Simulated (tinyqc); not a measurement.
Worked calculation (part 3 of 3): ROHF in the 6-31g basis, for H4+, spin multiplicity 2. Computed by tinyqc, a small Python program that keeps every step (integrals from PySCF). Command: `OMP_NUM_THREADS=1 python tinyqc.py 22873 22874 out.jsonl` (the two numbers bound the seeds that draw the settings). One thread of a shared host (Intel(R) Xeon(R) Processor @ 2.60GHz), about 0.1 s of CPU time with the checks.

Geometry (angstrom):
```
atom         x         y         z
H     0.000000  0.000000  0.000000
H     0.000000  0.000000  0.899000
H     0.000000  1.918000  0.000000
H     0.000000  1.918000  0.899000
```

## Iteration 2: diagonalisation and new density

effective F (hartree):
```
           1H 1s      1H 2s      2H 1s      2H 2s      3H 1s      3H 2s      4H 1s      4H 2s
1H 1s  -0.310178  -0.667740  -0.557750  -0.594087  -0.038288  -0.199922  -0.053548  -0.184563
1H 2s  -0.667740  -0.628981  -0.577449  -0.616927  -0.177220  -0.317329  -0.178311  -0.311937
2H 1s  -0.557750  -0.577449  -0.297794  -0.652641  -0.028420  -0.171390  -0.070811  -0.210497
2H 2s  -0.594087  -0.616927  -0.652641  -0.638045  -0.150322  -0.300584  -0.208860  -0.334735
3H 1s  -0.038288  -0.177220  -0.028420  -0.150322  -0.334434  -0.638676  -0.538326  -0.554654
3H 2s  -0.199922  -0.317329  -0.171390  -0.300584  -0.638676  -0.587778  -0.550104  -0.571513
4H 1s  -0.053548  -0.178311  -0.070811  -0.208860  -0.538326  -0.550104  -0.310341  -0.633076
4H 2s  -0.184563  -0.311937  -0.210497  -0.334735  -0.554654  -0.571513  -0.633076  -0.598554
```

X:
```
           1H 1s      1H 2s      2H 1s      2H 2s      3H 1s      3H 2s      4H 1s      4H 2s
1H 1s   1.270126  -0.520201  -0.089938   0.041678   0.005447   0.047266   0.000085   0.006404
1H 2s  -0.520201   1.888600   0.041678  -0.842798   0.047266  -0.359166   0.006404   0.149320
2H 1s  -0.089938   0.041678   1.270126  -0.520201   0.000085   0.006404   0.005447   0.047266
2H 2s   0.041678  -0.842798  -0.520201   1.888600   0.006404   0.149320   0.047266  -0.359166
3H 1s   0.005447   0.047266   0.000085   0.006404   1.270126  -0.520201  -0.089938   0.041678
3H 2s   0.047266  -0.359166   0.006404   0.149320  -0.520201   1.888600   0.041678  -0.842798
4H 1s   0.000085   0.006404   0.005447   0.047266  -0.089938   0.041678   1.270126  -0.520201
4H 2s   0.006404   0.149320   0.047266  -0.359166   0.041678  -0.842798  -0.520201   1.888600
```

Diagonalise F' = X^T F X, C = X C', fill 2 alpha and 1 beta electrons from the bottom; D(s) = C_occ C_occ^T. Each column has its largest component positive (the first on a tie).

F' = X^T F X (hartree):
```
           1          2          3          4          5          6          7          8
1   0.239793  -0.587615  -0.337253  -0.124808   0.037915  -0.028424   0.008340  -0.029429
2  -0.587615   0.032974  -0.111268  -0.198068  -0.015799  -0.123961  -0.024816  -0.043554
3  -0.337253  -0.111268   0.237113  -0.561907   0.025643  -0.018675   0.010834  -0.037511
4  -0.124808  -0.198068  -0.561907   0.004121  -0.006213  -0.035547  -0.036589  -0.135750
5   0.037915  -0.015799   0.025643  -0.006213   0.176778  -0.561019  -0.328816  -0.104220
6  -0.028424  -0.123961  -0.018675  -0.035547  -0.561019   0.037139  -0.097653  -0.169316
7   0.008340  -0.024816   0.010834  -0.036589  -0.328816  -0.097653   0.201282  -0.552191
8  -0.029429  -0.043554  -0.037511  -0.135750  -0.104220  -0.169316  -0.552191   0.014623
```

orbital energies (hartree): MO1 -0.941976, MO2 -0.708156, MO3 -0.181416, MO4 -0.042473, MO5 0.521721, MO6 0.563909, MO7 0.837677, MO8 0.894537

coefficients C:
```
            MO1        MO2        MO3        MO4        MO5        MO6        MO7        MO8
1H 1s  0.239798  -0.243144  -0.134670  -0.173409   0.229514   0.737709  -0.302878  -1.021031
1H 2s  0.198735  -0.208668  -0.685475  -1.183408  -0.042886  -0.697201   0.131824   1.498119
2H 1s  0.228331  -0.229202   0.108712   0.184153   0.274118   0.856979   0.260725   0.931682
2H 2s  0.211174  -0.203164   0.667557   1.210548  -0.107816  -0.841810  -0.107474  -1.405093
3H 1s  0.193271   0.319651  -0.171485   0.162878   0.774325  -0.244356  -0.979388   0.286362
3H 2s  0.130291   0.243669  -0.902254   0.988653  -0.688866   0.362791   1.324664  -0.688695
4H 1s  0.207408   0.274073   0.167363  -0.157481   0.805709  -0.245182   0.964985  -0.290756
4H 2s  0.192879   0.189736   0.914812  -1.010941  -0.688390   0.377984  -1.305511   0.670700
```

D(alpha) after iteration 2:
```
           1H 1s      1H 2s      2H 1s      2H 2s      3H 1s      3H 2s      4H 1s      4H 2s
1H 1s   0.116622   0.098393   0.110482   0.100037  -0.031375  -0.028003  -0.016903   0.000119
1H 2s   0.098393   0.083038   0.093205   0.084362  -0.028291  -0.024953  -0.015971  -0.001260
2H 1s   0.110482   0.093205   0.104668   0.094783  -0.029135  -0.026100  -0.015460   0.000552
2H 2s   0.100037   0.084362   0.094783   0.085870  -0.024128  -0.021991  -0.011883   0.002184
3H 1s  -0.031375  -0.028291  -0.029135  -0.024128   0.139531   0.103071   0.127694   0.097927
3H 2s  -0.028003  -0.024953  -0.026100  -0.021991   0.103071   0.076351   0.093807   0.071363
4H 1s  -0.016903  -0.015971  -0.015460  -0.011883   0.127694   0.093807   0.118134   0.092006
4H 2s   0.000119  -0.001260   0.000552   0.002184   0.097927   0.071363   0.092006   0.073202
```

D(beta) after iteration 2:
```
          1H 1s     1H 2s     2H 1s     2H 2s     3H 1s     3H 2s     4H 1s     4H 2s
1H 1s  0.057503  0.047656  0.054753  0.050639  0.046346  0.031244  0.049736  0.046252
1H 2s  0.047656  0.039496  0.045377  0.041968  0.038410  0.025893  0.041219  0.038332
2H 1s  0.054753  0.045377  0.052135  0.048218  0.044130  0.029749  0.047358  0.044040
2H 2s  0.050639  0.041968  0.048218  0.044595  0.040814  0.027514  0.043799  0.040731
3H 1s  0.046346  0.038410  0.044130  0.040814  0.037354  0.025181  0.040086  0.037278
3H 2s  0.031244  0.025893  0.029749  0.027514  0.025181  0.016976  0.027023  0.025130
4H 1s  0.049736  0.041219  0.047358  0.043799  0.040086  0.027023  0.043018  0.040005
4H 2s  0.046252  0.038332  0.044040  0.040731  0.037278  0.025130  0.040005  0.037202
```

## Iteration 39 (converged): orbitals

converged F (hartree):
```
           1H 1s      1H 2s      2H 1s      2H 2s      3H 1s      3H 2s      4H 1s      4H 2s
1H 1s  -0.304159  -0.643337  -0.554368  -0.568158  -0.058467  -0.202458  -0.042537  -0.174374
1H 2s  -0.643337  -0.604555  -0.568158  -0.587244  -0.202451  -0.326288  -0.174366  -0.306985
2H 1s  -0.554368  -0.568158  -0.304159  -0.643337  -0.042537  -0.174374  -0.058467  -0.202458
2H 2s  -0.568158  -0.587244  -0.643337  -0.604555  -0.174366  -0.306985  -0.202451  -0.326288
3H 1s  -0.058467  -0.202451  -0.042537  -0.174366  -0.304167  -0.643322  -0.554357  -0.568140
3H 2s  -0.202458  -0.326288  -0.174374  -0.306985  -0.643322  -0.604534  -0.568140  -0.587220
4H 1s  -0.042537  -0.174366  -0.058467  -0.202451  -0.554357  -0.568140  -0.304167  -0.643322
4H 2s  -0.174374  -0.306985  -0.202458  -0.326288  -0.568140  -0.587220  -0.643322  -0.604534
```

As before.

F' = X^T F X (hartree):
```
           1          2          3          4          5          6          7          8
1   0.225439  -0.565232  -0.344473  -0.109867   0.022342  -0.032376   0.018482  -0.022020
2  -0.565232   0.030847  -0.109867  -0.180850  -0.032372  -0.130106  -0.022015  -0.040280
3  -0.344473  -0.109867   0.225439  -0.565232   0.018482  -0.022020   0.022342  -0.032376
4  -0.109867  -0.180850  -0.565232   0.030847  -0.022015  -0.040280  -0.032372  -0.130106
5   0.022342  -0.032372   0.018482  -0.022015   0.225414  -0.565220  -0.344469  -0.109858
6  -0.032376  -0.130106  -0.022020  -0.040280  -0.565220   0.030849  -0.109858  -0.180837
7   0.018482  -0.022015   0.022342  -0.032372  -0.344469  -0.109858   0.225414  -0.565220
8  -0.022020  -0.040280  -0.032376  -0.130106  -0.109858  -0.180837  -0.565220   0.030849
```

orbital energies (hartree): MO1 -0.938761, MO2 -0.696946, MO3 -0.169824, MO4 -0.030468, MO5 0.540160, MO6 0.557467, MO7 0.865447, MO8 0.898023

coefficients C:
```
            MO1        MO2        MO3        MO4        MO5        MO6        MO7        MO8
1H 1s  0.221330  -0.270011   0.141595   0.163475   0.589239  -0.585896  -0.716593  -0.723403
1H 2s  0.181485  -0.209578   0.803619   1.118268  -0.431914   0.649147   0.810265   1.210529
2H 1s  0.221330  -0.270011  -0.141595  -0.163475   0.589239  -0.585896   0.716593   0.723403
2H 2s  0.181485  -0.209578  -0.803619  -1.118268  -0.431914   0.649147  -0.810265  -1.210529
3H 1s  0.221312   0.270042   0.141617  -0.163467   0.589955   0.585167  -0.717157   0.722842
3H 2s  0.181464   0.209584   0.803732  -1.118173  -0.432718  -0.648615   0.811222  -1.209900
4H 1s  0.221312   0.270042  -0.141617   0.163467   0.589955   0.585167   0.717157  -0.722842
4H 2s  0.181464   0.209584  -0.803732   1.118173  -0.432718  -0.648615  -0.811222   1.209900
```

D(alpha) after iteration 39:
```
           1H 1s      1H 2s      2H 1s      2H 2s      3H 1s      3H 2s      4H 1s      4H 2s
1H 1s   0.121893   0.096757   0.121893   0.096757  -0.023932  -0.016427  -0.023932  -0.016427
1H 2s   0.096757   0.076860   0.096757   0.076860  -0.016430  -0.010991  -0.016430  -0.010991
2H 1s   0.121893   0.096757   0.121893   0.096757  -0.023932  -0.016427  -0.023932  -0.016427
2H 2s   0.096757   0.076860   0.096757   0.076860  -0.016430  -0.010991  -0.016430  -0.010991
3H 1s  -0.023932  -0.016430  -0.023932  -0.016430   0.121902   0.096757   0.121902   0.096757
3H 2s  -0.016427  -0.010991  -0.016427  -0.010991   0.096757   0.076854   0.096757   0.076854
4H 1s  -0.023932  -0.016430  -0.023932  -0.016430   0.121902   0.096757   0.121902   0.096757
4H 2s  -0.016427  -0.010991  -0.016427  -0.010991   0.096757   0.076854   0.096757   0.076854
```

D(beta) after iteration 39:
```
          1H 1s     1H 2s     2H 1s     2H 2s     3H 1s     3H 2s     4H 1s     4H 2s
1H 1s  0.048987  0.040168  0.048987  0.040168  0.048983  0.040163  0.048983  0.040163
1H 2s  0.040168  0.032937  0.040168  0.032937  0.040165  0.032933  0.040165  0.032933
2H 1s  0.048987  0.040168  0.048987  0.040168  0.048983  0.040163  0.048983  0.040163
2H 2s  0.040168  0.032937  0.040168  0.032937  0.040165  0.032933  0.040165  0.032933
3H 1s  0.048983  0.040165  0.048983  0.040165  0.048979  0.040160  0.048979  0.040160
3H 2s  0.040163  0.032933  0.040163  0.032933  0.040160  0.032929  0.040160  0.032929
4H 1s  0.048983  0.040165  0.048983  0.040165  0.048979  0.040160  0.048979  0.040160
4H 2s  0.040163  0.032933  0.040163  0.032933  0.040160  0.032929  0.040160  0.032929
```

## Convergence

Stop when the energy changes by less than 1e-10 hartree and every element of the error matrix X^T (F D S - S D F) X is below 3e-06.

Course of the cycle:
```
iteration  E (hartree)     change  largest element of the error matrix
1          -0.01543513          -                             6.33e-01
2          -1.68664411  -1.67e+00                             1.13e-01
3          -1.71704275  -3.04e-02                             1.69e-02
4          -1.71870650  -1.66e-03                             4.87e-03
5          -1.71896418  -2.58e-04                             2.22e-03
6          -1.71904748  -8.33e-05                             1.26e-03
7          -1.71909234  -4.49e-05                             9.55e-04
8          -1.71912076  -2.84e-05                             7.45e-04
9          -1.71913939  -1.86e-05                             5.95e-04
10         -1.71915169  -1.23e-05                             4.79e-04
11         -1.71915983  -8.14e-06                             3.88e-04
12         -1.71916522  -5.39e-06                             3.15e-04
13         -1.71916879  -3.57e-06                             2.56e-04
14         -1.71917116  -2.37e-06                             2.08e-04
...                ...        ...                                  ...
26         -1.71917579  -1.72e-08                             1.76e-05
27         -1.71917580  -1.14e-08                             1.43e-05
28         -1.71917581  -7.57e-09                             1.17e-05
29         -1.71917581  -5.02e-09                             9.51e-06
30         -1.71917581  -3.33e-09                             7.75e-06
31         -1.71917582  -2.21e-09                             6.31e-06
32         -1.71917582  -1.47e-09                             5.14e-06
33         -1.71917582  -9.73e-10                             4.19e-06
34         -1.71917582  -6.45e-10                             3.41e-06
35         -1.71917582  -4.28e-10                             2.78e-06
36         -1.71917582  -2.84e-10                             2.26e-06
37         -1.71917582  -1.88e-10                             1.84e-06
38         -1.71917582  -1.25e-10                             1.50e-06
39         -1.71917582  -8.30e-11                             1.22e-06
```

PySCF ROHF in the same basis = -1.71917582 hartree

Converged in 39 iterations.

## Populations, bond orders and dipole

overlap S:
```
          1H 1s     1H 2s     2H 1s     2H 2s     3H 1s     3H 2s     4H 1s     4H 2s
1H 1s  1.000000  0.658292  0.323730  0.450474  0.010163  0.117503  0.003986  0.080560
1H 2s  0.658292  1.000000  0.450474  0.792364  0.117503  0.346681  0.080560  0.274697
2H 1s  0.323730  0.450474  1.000000  0.658292  0.003986  0.080560  0.010163  0.117503
2H 2s  0.450474  0.792364  0.658292  1.000000  0.080560  0.274697  0.117503  0.346681
3H 1s  0.010163  0.117503  0.003986  0.080560  1.000000  0.658292  0.323730  0.450474
3H 2s  0.117503  0.346681  0.080560  0.274697  0.658292  1.000000  0.450474  0.792364
4H 1s  0.003986  0.080560  0.010163  0.117503  0.323730  0.450474  1.000000  0.658292
4H 2s  0.080560  0.274697  0.117503  0.346681  0.450474  0.792364  0.658292  1.000000
```

Mulliken: Z minus the diagonal of D S on the atom; Loewdin: the same with S^(1/2) D S^(1/2); Mayer order: 2 sum_s sum (D(s) S)_ij (D(s) S)_ji over the two atoms.

Charges (e):
```
atom  Mulliken   Loewdin  Mulliken spin
1H    0.249979  0.249980       0.249978
2H    0.249979  0.249980       0.249978
3H    0.250021  0.250020       0.250022
4H    0.250021  0.250020       0.250022
```

Mayer bond orders:
```
pair     order
2-1   0.623617
3-1   0.126403
3-2   0.126403
4-1   0.126403
4-2   0.126403
4-3   0.623576
```

dipole moment about the origin, x y z (debye): 0.000000  4.606658  2.159041
